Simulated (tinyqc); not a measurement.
Inside a calculation. Method: lattice vibrations of a chain. One step of it, computed by the program tinyqc.

Task: Frequencies. omega^2 are the eigenvalues; wavenumber = 521.4708 sqrt(eigenvalue) 1/cm.

D(q) (eV/(angstrom^2 u)):
```
[[0.873016, -0.718595, -0.142442+0.151685i],
 [-0.718595, 1.532751, -0.470236],
 [-0.142442-0.151685i, -0.470236, 0.486815]]
```

Give: eigenvalues; wavenumbers; weights |e|^2 of the mass-weighted modes.

Result:

eigenvalues: [0.027, 0.799, 2.067]

wavenumbers (1/cm): [85.5, 466.2, 749.6]

weights |e|^2 of the mass-weighted modes, order atom 1, atom 2, atom 3:
```
[[0.299, 0.460, 0.241],
 [0.220, 0.068, 0.713],
 [0.481, 0.472, 0.047]]
```
